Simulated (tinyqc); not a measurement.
## p-type polysilicon, carrier trapping at grain boundaries: effect of the doping

One-dimensional grains of size Lg, uniform ionised doping N, monovalent traps Qt at each boundary at a depth Et below (for electrons) or above (for holes) the band edge there, abrupt depletion of width W on each side of a boundary, Boltzmann statistics. xi is the distance from the band edge at the grain centre to the Fermi level. Trapped charge Qt/(1 + exp((xi + VB - Et)/Vt)) = 2 N W, barrier VB = q N W^2/(2 eps0 eps_r).

If the trap equation with xi = Vt ln(NB/N) has a root W < Lg/2, the grain is partly depleted; otherwise W = Lg/2 and the trap equation gives xi = Et - VB + Vt ln(Qt/(N Lg) - 1). N* = Qt/Lg. n0 = NB exp(-xi/Vt); mean density n0 (1 - 2 W/Lg) by charge balance in a partly depleted grain, and n0 (sqrt(pi)/2) erf(u)/u with u = sqrt(VB/Vt) in a fully depleted one; v = sqrt(kB T/(2 pi ms m0)); barrier resistivity Vt exp(VB/Vt)/(q fe n0 v Lg); grain resistivity (1 - 2 W/Lg)/(q n0 mug); effective mobility 1/(q mean density total resistivity). Rows with xi above 0.45 V, towards mid-gap, are left out, since the other carrier type is ignored.

Values chosen for this exercise; values of the order met in polycrystalline silicon: temperature T = 300 K; relative permittivity eps_r = 11.7; valence-band density of states at T NB = 2.65e19 cm^-3; grain size Lg = 33 nm; trap density of a grain boundary Qt = 8e11 cm^-2; depth of the trap level from the majority band edge at the boundary Et = 0.33 eV; mass for thermionic emission ms = 0.43 m0; correction factor of the emission rate fe = 0.25; mobility inside the grains mug = 41 cm^2/(V s).

Constants: q = 1.602176634e-19 C, kB = 1.380649e-23 J/K, m0 = 9.1093837015e-31 kg, Vt = kB T/q, eps0 = 8.8541878128e-14 F/cm where lengths are in cm. Results are converted to the units shown.

Results:
```
N (cm^-3)	N/N*	depleted share 2 W/Lg	VB (V)	xi (V)	mean density (cm^-3)	resistivity (ohm cm)	effective mobility (cm^2/(V s))
1.2e16	0.04950	1.000	0.002526	0.4039	4.213e12	1.208e4	122.6
2.5e16	0.1031	1.000	0.005263	0.3807	9.997e12	5472	114.1
1.1e17	0.4537	1.000	0.02316	0.3116	1.183e14	757.5	69.68
2.2e17	0.9075	1.000	0.04632	0.2247	2.780e15	64.14	35.00
4.5e17	1.856	0.5385	0.02747	0.1054	2.077e17	0.4627	64.95
9.2e17	3.795	0.2635	0.01344	0.08688	6.776e17	0.2090	44.06
1.9e18	7.838	0.1276	0.006511	0.06813	1.658e18	0.1022	36.85
3.9e18	16.09	0.06216	0.003172	0.04954	3.658e18	0.05043	33.84
8e18	33.00	0.03030	0.001547	0.03096	7.758e18	0.02478	32.47
```

Estimate the missing row, N = 5.1e16 cm^-3.

Computed row:
```
N (cm^-3)	N/N*	depleted share 2 W/Lg	VB (V)	xi (V)	mean density (cm^-3)	resistivity (ohm cm)	effective mobility (cm^2/(V s))
5.1e16	0.2104	1.000	0.01074	0.3535	2.683e13	2362	98.52
```

With this row back in the table: As N goes from 1.2e16 to 8e18, VB goes from 0.00253 through a maximum of 0.0463 (at N = 2.2e17 among the rows listed) to 0.00155 V, the resistivity falls from 12100 to 0.0248 ohm cm and the effective mobility moves up and down between 32.5 and 123 cm^2/(V s). The steepest fall of the resistivity among the rows, as N^(-6.9), lies between N = 2.2e17 and 4.5e17 cm^-3; N* = 2.42e17 cm^-3. While the grain is fully depleted VB grows as N; once the traps are full it falls as 1/N. For N = 3.9e18, 8e18 xi is under 2.5 Vt, where Boltzmann statistics begin to fail. For N = 1.2e16, 2.5e16, 5.1e16, 1.1e17, 9.2e17, 1.9e18, 3.9e18, 8e18 VB is below Vt, where abrupt depletion and thermionic emission are rough. For N = 4.5e17 the grain is near the changeover between partial and full depletion, within a few Debye lengths, where both limits are rough. For N = 1.2e16, 2.5e16, 5.1e16, 1.1e17, 4.5e17, 9.2e17 the effective mobility exceeds mug, since drift through the depleted part of the grain is left out.

Computed by the program tinyqc: `OMP_NUM_THREADS=1 python tinyqc.py 2830297 2830298 out.jsonl`, one thread of a shared Intel Xeon 2.30GHz, about 0.01 s for the whole run.
